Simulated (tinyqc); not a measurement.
Surface against bulk across the gap: Shockley state of an s-p chain by decimation.

Each site has s at -d/2 and p at +d/2: H0 = diag(-d/2, d/2). The block to the next site on the right is H1 = [[-ts, u], [-u, tp]] (rows s, p of site n; columns s, p of site n + 1). Bulk: H(k) = [[-d/2 - 2 ts cos k, 2i u sin k], [-2i u sin k, d/2 + 2 tp cos k]]. The bands are inverted at k = pi if d < 2 (ts + tp).

Decimation (Sancho-Rubio) at z = E + i eta: start with es = e = H0, A = H1, B = H1^T. Each round forms g = (z - e)^-1 and sets es += A g B, e += A g B + B g A, A = A g A, B = B g B, doubling the length covered. Stop when all |A| < 1e-10. Surface G = (z - es)^-1, bulk G = (z - e)^-1; densities -Im tr G/pi.

Parameters, chosen for this exercise:
- d = 2.25 eV (Ep - Es)
- ts = 1.16 eV (s-s hopping)
- tp = 0.9 eV (p-p hopping)
- u = 0.54 eV (s-p hopping)
- eta = 0.02 eV (broadening)
- E1 = -0.82 eV (first energy)
- dE = 0.204 eV (step)

Eleven energies E1 + j dE.

Densities (1/eV):
```
E (eV),surface,bulk
-0.820,0.2720,0.3768
-0.616,0.0973,1.7768
-0.412,0.0219,0.0404
-0.208,0.0378,0.0147
-0.004,0.1901,0.0094
0.200,1.0774,0.0083
0.404,0.0629,0.0097
0.608,0.0248,0.0153
0.812,0.0211,0.0404
1.016,0.1412,1.7278
1.220,0.4755,0.7719
```

edges of the bulk gap (201 k points) (eV): -0.6237  1.0153

What can be read from this table?

Inside the gap the bulk density is only the tail of the broadening, at least 0.0083. The surface density peaks at 0.200 eV among these rows (1.077); a chain of 60 sites puts the surface level at 0.1420 eV.

Run: tinyqc, `OMP_NUM_THREADS=1 python tinyqc.py 1482461 1482462 out.jsonl`; Intel(R) Xeon(R) Processor @ 2.30GHz, one thread, shared host; about 0.3 s of CPU time with all checks.
